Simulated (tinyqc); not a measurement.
On-chip power grid, static voltage drop by conjugate gradients: two steps of the calculation.

A grid of 3 rows and 4 columns, node k = 4 row + column. Neighbours in a row are joined by Rx, in a column by Ry; pad nodes, which reach the supply through Rp: 0, 8. Each node draws I0, node 11 draws kh I0. The drops u = Vdd - V solve G u = i, with G the conductance matrix (1/Rp added on the diagonal at pad nodes).

Values chosen for this exercise:

| symbol | value | unit | meaning |
|---|---|---|---|
| Vdd | 0.9 | V | supply voltage |
| Rx | 1.3 | ohm | resistance of a horizontal segment |
| Ry | 0.17 | ohm | resistance of a vertical segment |
| Rp | 0.16 | ohm | resistance from a pad node to the supply |
| I0 | 9.4 | mA | load current of an ordinary node |
| kh | 5 |  | factor on the load at the hot node |

Problem 1. Conjugate-gradient step. q = G p; a = (r.r)/(p.q); u(new) = u + a p; r(new) = r - a q; b = (r.r)(new)/(r.r); p(new) = r(new) + b p.

u after iteration 1 (mV):
```
          col 0     col 1     col 2      col 3
row 0  2.845483  2.845483  2.845483   2.845483
row 1  2.845483  2.845483  2.845483   2.845483
row 2  2.845483  2.845483  2.845483  14.227414
```

r after iteration 1 (mA):
```
           col 0     col 1      col 2       col 3
row 0  -8.384267  9.400000   9.400000    9.400000
row 1   9.400000  9.400000   9.400000   76.352535
row 2  -8.384267  9.400000  18.155331  -28.707866
```

p after iteration 1 (mA):
```
           col 0      col 1      col 2      col 3
row 0  14.495695  32.279962  32.279962  32.279962
row 1  32.279962  32.279962  32.279962  99.232497
row 2  14.495695  32.279962  41.035293  85.691943
```

Wanted: q; a; u after iteration 2; r after iteration 2; b; p after iteration 2.

Solution 1.

q (mA S):
```
        col 0  col 1    col 2    col 3
row 0  -27.70  13.68     0.00  -393.84
row 1  209.23   0.00  -103.00   524.99
row 2  -27.70   6.95    23.89   -45.30
```

a = 0.19467 ohm

u after iteration 2 (mV):
```
       col 0  col 1   col 2   col 3
row 0  5.667  9.129   9.129   9.129
row 1  9.129  9.129   9.129  22.163
row 2  5.667  9.129  10.834  30.909
```

r after iteration 2 (mA):
```
         col 0  col 1   col 2    col 3
row 0   -2.993  6.737   9.400   86.068
row 1  -31.330  9.400  29.452  -25.847
row 2   -2.993  8.048  13.506  -19.890
```

b = 1.3958

p after iteration 2 (mA):
```
       col 0  col 1  col 2   col 3
row 0  17.24  51.79  54.46  131.13
row 1  13.73  54.46  74.51  112.67
row 2  17.24  53.11  70.78   99.72
```

Problem 2. Worst drop, pad currents and power lost. Pad current u/Rp; worst drop as a share of Vdd; power lost in the grid and pads sum_k i_k u_k; power delivered sum_k i_k (Vdd - u_k).

converged u (mV):
```
          col 0     col 1      col 2      col 3
row 0  12.03014  66.26324  106.79372  133.07507
row 1  16.12213  66.45712  107.05907  134.91386
row 2  12.03386  66.32578  107.39335  138.79720
```

Give: worst drop; share of Vdd; pad currents; power lost; power delivered.

Solution 2.

worst drop = 138.80 mV
share of Vdd = 15.422 %
pad currents (mA): node 0 75.188, node 8 75.212
power lost = 14.311 mW
power delivered = 121.05 mW

The pad currents add up to the total load, 150.4 mA. The worst drop is at node 11; the hot node is 11.

Program tinyqc, `OMP_NUM_THREADS=1 python tinyqc.py 2770128 2770129 out.jsonl`; Intel Xeon 2.30GHz, shared host, one thread, about 0.08 s.
